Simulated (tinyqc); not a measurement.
Heavy doping: gap narrowing, degeneracy and the minority density: sweeps and comparisons. A value that a table varies takes the place of the one given here.

F_j(eta) = (1/Gamma(j + 1)) integral_0^infinity x^j dx/(1 + exp(x - eta)), which tends to exp(eta) for eta << 0.

Empirical narrowing (Slotboom form, constants chosen for the exercise; published fits of this form give the apparent narrowing, here it is taken as the true one): dEg = E0 [ln(N/N0) + sqrt(ln(N/N0)^2 + C)].

Majority: N = Nc F_1/2(eta), eta the distance of EF beyond the majority band edge in kT. Degeneracy factor gam = F_1/2(eta)/exp(eta). ni0^2 = Nc Nv exp(-Eg/kT); product n p = ni0^2 gam exp(dEg/kT), dEg the true narrowing; apparent narrowing dEa = dEg + kT ln gam; minority density = n p/N.

Bipolar transistor with N as emitter doping: beta = K (N/NB) exp((dEa_B + dG - dEa_E)/kT), dEa_E = dEg(N) + kT ln gam, dEa_B = dEg(NB). For the sweep in T, Nc is scaled as (T/T0)^(3/2) from its value at T0 = T.

Constants: kB = 8.617333262e-05 eV/K.

Parameters, chosen for this exercise (gap and densities of states near those of GaAs at this temperature; narrowing constants of the size fitted for Si, not for this material; not measured data): Eg = 1.423 eV (gap); Nc = 4.32e+17 1/cm^3 (conduction-band density of states); Nv = 9.52e+18 1/cm^3 (valence-band density of states); T = 300 K; E0 = 8.98 meV (narrowing scale); N0 = 8.7e+16 1/cm^3 (onset density); C = 0.5 (smoothing constant); N = 3.6e+16 1/cm^3 (ionised donors, equal to the majority density); NB = 1e+16 1/cm^3 (base doping); K = 2.3 (ratio (D_B W_E)/(D_E W_B)); dG = 0 meV (extra narrowing of the base by alloying).

## Narrowing against degeneracy

N takes the values listed; the last column is N over the factor gam exp(dEg/kT), the doping that a simple model would need to give the same minority density.

Results:
```
N (1/cm^3)    eta      gam  dEg (meV)  dEa (meV)  minority (1/cm^3)  effective doping (1/cm^3)
1.0e+15     -6.07    0.999        0.5        0.5            0.00521                   9.82e+14
4.0e+15     -4.68    0.997        0.7        0.6            0.00131                   3.90e+15
1.0e+16     -3.76    0.992        1.0        0.8           0.000527                   9.70e+15
4.0e+16     -2.35    0.968        2.5        1.6           0.000136                   3.76e+16
1.0e+17     -1.38    0.922        7.7        5.6           6.35e-05                   8.05e+16
4.0e+17      0.25    0.724       28.8       20.4           2.82e-05                   1.81e+17
1.0e+18      1.63    0.452       44.8       24.2           1.31e-05                   3.92e+17
3.0e+18      4.20    0.105       64.2        5.9           2.14e-06                   2.39e+18
9.0e+18      9.06  0.00242       83.8      -72.0           3.51e-08                   1.46e+20
```

dEg grows steadily to 83.8 meV, while the apparent value peaks at 24.2 meV for N = 1e+18 and falls to -72.0 meV as the Fermi level enters the band. N grows by a factor 40 from the third to the sixth row and the effective doping by 18.7.

## Current gain against temperature

Gain:
```
T (K)  beta  beta with dG = 0  without narrowing
150    8.19              8.19               8.28
200    8.14              8.14               8.28
250    8.13              8.13               8.28
300    8.13              8.13               8.28
350    8.14              8.14               8.28
400    8.15              8.15               8.28
450    8.15              8.15               8.28
```

dEa_B + dG - dEa_E at T0 = -0.5 meV

beta is 8.19 at 150 K and 8.15 at 450 K, not steadily; degeneracy of the emitter changes with T, and at T0 the net exponent is negative: the emitter has the larger apparent narrowing. At 300 K narrowing and degeneracy change the gain by a factor 0.982.

## What moves the minority density and the gain

All results formed anew. Each row changes one parameter from the base and keeps the others.

Results:
```
case                  dEg (meV)  dEa (meV)  minority (1/cm^3)  beta
base                       2.23       1.47           0.000150  8.13
N = 7.2e+16 1/cm^3         4.87       3.35           8.09e-05  15.1
E0 = 10.776 meV            2.68       1.92           0.000153  8.06
N0 = 1.74e+17 1/cm^3       1.36       0.60           0.000145  8.34
Eg = 1.443 eV              2.23       1.47           6.94e-05  8.13
Nc = 5.62e+17 1/cm^3       2.23       1.65           0.000197  8.08
NB = 2e+16 1/cm^3          2.23       1.47           0.000150  4.14
```

The largest shifts from the base row, up to three for each result and ties (the steps differ in size, so this ranks the rows, not the parameters). dEg (meV): N +2.64, N0 -0.87, E0 +0.45; unchanged at the printed digits by Eg, Nc and NB. dEa (meV): N +1.88, N0 -0.87, E0 +0.45; unchanged at the printed digits by Eg and NB. minority (1/cm^3): Eg -8.10e-05, N -6.95e-05, Nc +4.66e-05; unchanged at the printed digits by NB. beta: N +6.99, NB -4.00, N0 +0.202; unchanged at the printed digits by Eg.

Program tinyqc; command `OMP_NUM_THREADS=1 python tinyqc.py 1682765 1682766 out.jsonl`; about 0.01 s on one thread of a shared Intel(R) Xeon(R) Processor @ 2.30GHz.
